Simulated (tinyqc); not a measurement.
Inside a calculation. Method: CCSD on RHF in the sto-6g basis, for H6, spin multiplicity 1. One step of it, computed by the program tinyqc.

Question. CCSD: starting amplitudes. t_ij^ab = <ij||ab> / (e_i + e_j - e_a - e_b), whose energy is MP2.

orbital energies (hartree): MO1 -0.563310, MO2 -0.487044, MO3 -0.385298, MO4 0.248566, MO5 0.456307, MO6 0.679820

Two-electron integrals over orbitals (pq|rs), unique and non-zero (hartree):
```
p,q,r,s,(pq|rs)
1,1,1,1,0.374224
2,1,1,1,-0.000070
2,1,2,1,0.123907
2,2,1,1,0.294089
2,2,2,1,0.000410
2,2,2,2,0.356648
3,1,1,1,0.075698
3,1,2,1,-0.000155
3,1,2,2,-0.058183
3,1,3,1,0.126556
3,2,1,1,-0.000236
3,2,2,1,-0.118716
3,2,2,2,-0.000256
3,2,3,1,-0.000308
3,2,3,2,0.134828
3,3,1,1,0.349293
3,3,2,1,-0.000447
3,3,2,2,0.308455
3,3,3,1,0.042294
3,3,3,2,0.000338
3,3,3,3,0.348508
4,1,1,1,-1.69e-06
4,1,2,1,0.034483
4,1,2,2,-0.000098
4,1,3,1,0.000109
4,1,3,2,0.005871
4,1,3,3,0.000056
4,1,4,1,0.083607
4,2,1,1,0.051073
4,2,2,1,-0.000233
4,2,2,2,-0.004928
4,2,3,1,0.046970
4,2,3,2,1.62e-06
4,2,3,3,0.012286
4,2,4,1,-0.000167
4,2,4,2,0.070290
4,3,1,1,0.000232
4,3,2,1,0.057144
4,3,2,2,0.000098
4,3,3,1,0.000246
4,3,3,2,-0.054063
4,3,3,3,-0.000099
4,3,4,1,0.017486
4,3,4,2,0.000155
4,3,4,3,0.078757
4,4,1,1,0.348871
4,4,2,1,-0.000389
4,4,2,2,0.307496
4,4,3,1,0.040676
4,4,3,2,0.000269
4,4,3,3,0.340871
4,4,4,1,0.000028
4,4,4,2,0.018634
4,4,4,3,-0.000069
4,4,4,4,0.352484
5,1,1,1,0.009261
5,1,2,1,0.000069
5,1,2,2,0.025168
5,1,3,1,-0.020586
5,1,3,2,0.000088
5,1,3,3,-0.009835
5,1,4,1,0.000092
5,1,4,2,0.041749
5,1,4,3,0.000129
5,1,4,4,-0.003788
5,1,5,1,0.049700
5,2,1,1,0.000129
5,2,2,1,0.020770
5,2,2,2,-0.000070
5,2,3,1,0.000182
5,2,3,2,0.006279
5,2,3,3,0.000086
5,2,4,1,0.056834
5,2,4,2,0.000074
5,2,4,3,-0.042842
5,2,4,4,0.000081
5,2,5,1,0.000173
5,2,5,2,0.094434
5,3,1,1,-0.057091
5,3,2,1,0.000225
5,3,2,2,0.000309
5,3,3,1,-0.049704
5,3,3,2,0.000020
5,3,3,3,-0.022219
5,3,4,1,0.000164
5,3,4,2,-0.068318
5,3,4,3,-0.000191
5,3,4,4,-0.019045
5,3,5,1,-0.038848
5,3,5,2,-0.000045
5,3,5,3,0.072066
5,4,1,1,0.000195
5,4,2,1,0.118279
5,4,2,2,0.000247
5,4,3,1,0.000264
5,4,3,2,-0.130009
5,4,3,3,-0.000361
5,4,4,1,-0.000337
5,4,4,2,-0.000011
5,4,4,3,0.055430
5,4,4,4,-0.000304
5,4,5,1,-0.000062
5,4,5,2,-0.005561
5,4,5,3,-3.08e-06
5,4,5,4,0.137549
5,5,1,1,0.304284
5,5,2,1,0.000341
5,5,2,2,0.359960
5,5,3,1,-0.051676
5,5,3,2,-0.000189
5,5,3,3,0.316842
5,5,4,1,-0.000078
5,5,4,2,-0.002153
5,5,4,3,0.000084
5,5,4,4,0.323260
5,5,5,1,0.025398
5,5,5,2,-0.000061
5,5,5,3,-0.000611
5,5,5,4,0.000203
5,5,5,5,0.379271
6,1,1,1,0.000045
6,1,2,1,-0.001741
6,1,2,2,0.000059
6,1,3,1,0.000007
6,1,3,2,-0.013545
6,1,3,3,-0.000040
6,1,4,1,-0.029755
6,1,4,2,0.000103
6,1,4,3,-0.056673
6,1,4,4,-0.000026
6,1,5,1,-0.000017
6,1,5,2,0.035982
6,1,5,3,-0.000075
6,1,5,4,0.011454
6,1,5,5,0.000046
6,1,6,1,0.070191
6,2,1,1,0.013803
6,2,2,1,0.000083
6,2,2,2,0.029026
6,2,3,1,-0.018799
6,2,3,2,0.000071
6,2,3,3,-0.002001
6,2,4,1,0.000116
6,2,4,2,0.040066
6,2,4,3,0.000146
6,2,4,4,-0.004015
6,2,5,1,0.047596
6,2,5,2,0.000185
6,2,5,3,-0.041938
6,2,5,4,-0.000063
6,2,5,5,0.028249
6,2,6,1,-0.000031
6,2,6,2,0.049534
6,3,1,1,3.93e-06
6,3,2,1,-0.037505
6,3,2,2,0.000087
6,3,3,1,-0.000110
6,3,3,2,0.000316
6,3,3,3,-0.000032
6,3,4,1,-0.081691
6,3,4,2,0.000179
6,3,4,3,-0.018742
6,3,4,4,-0.000037
6,3,5,1,-0.000079
6,3,5,2,-0.057844
6,3,5,3,-0.000188
6,3,5,4,0.000865
6,3,5,5,0.000088
6,3,6,1,0.029126
6,3,6,2,-0.000103
6,3,6,3,0.086002
6,4,1,1,-0.077576
6,4,2,1,0.000168
6,4,2,2,0.052989
6,4,3,1,-0.123186
6,4,3,2,0.000287
6,4,3,3,-0.043384
6,4,4,1,-0.000095
6,4,4,2,-0.049329
6,4,4,3,-0.000246
6,4,4,4,-0.044598
6,4,5,1,0.018123
6,4,5,2,-0.000179
6,4,5,3,0.051145
6,4,5,4,-0.000262
6,4,5,5,0.055158
6,4,6,1,-0.000009
6,4,6,2,0.017885
6,4,6,3,0.000105
6,4,6,4,0.131781
6,5,1,1,-0.000051
6,5,2,1,0.127365
6,5,2,2,0.000385
6,5,3,1,-0.000103
6,5,3,2,-0.123097
6,5,3,3,-0.000459
6,5,4,1,0.035877
6,5,4,2,-0.000225
6,5,4,3,0.060790
6,5,4,4,-0.000407
6,5,5,1,0.000061
6,5,5,2,0.021436
6,5,5,3,0.000220
6,5,5,4,0.127656
6,5,5,5,0.000341
6,5,6,1,-0.002702
6,5,6,2,0.000077
6,5,6,3,-0.040742
6,5,6,4,0.000130
6,5,6,5,0.140994
6,6,1,1,0.393942
6,6,2,1,-0.000094
6,6,2,2,0.310881
6,6,3,1,0.079331
6,6,3,2,-0.000225
6,6,3,3,0.369472
6,6,4,1,-4.83e-06
6,6,4,2,0.055457
6,6,4,3,0.000243
6,6,4,4,0.375600
6,6,5,1,0.010963
6,6,5,2,0.000138
6,6,5,3,-0.062275
6,6,5,4,0.000195
6,6,5,5,0.328960
6,6,6,1,0.000046
6,6,6,2,0.015780
6,6,6,3,0.000009
6,6,6,4,-0.086064
6,6,6,5,-0.000079
6,6,6,6,0.432526
```

Give: Starting amplitudes; correlation energy.

Answer.

Starting amplitudes (spin orbitals 1a, 1b, ...; amplitudes related by a flip of all spins are not repeated; the 24 largest):
```
from,to,t
3a 3b,4a 4b,-0.062
1a 1b,4a 4b,-0.051
2a 2b,5a 5b,-0.050
2a 2b,4a 4b,-0.048
1a 3b,4a 6b,0.044
2a 3b,4a 5b,0.043
3a 3b,5a 5b,-0.043
3a 3b,6a 6b,-0.040
1a 2b,4a 5b,-0.032
1a 3b,4b 6a,-0.030
2a 3b,5a 6b,0.029
1a 1b,6a 6b,-0.028
2a 3b,4b 5a,-0.027
1a 1b,5a 5b,-0.024
1a 2b,4b 5a,0.024
1a 2b,5a 6b,-0.022
2a 2b,6a 6b,-0.021
2a 2b,4a 6b,-0.021
2a 3b,5b 6a,-0.021
1a 3b,5a 5b,0.021
1a 2b,5b 6a,0.016
2a 3a,4a 5a,0.016
1a 1b,4a 6b,0.014
1a 3a,4a 6a,0.013
```

correlation energy = -0.06874 hartree
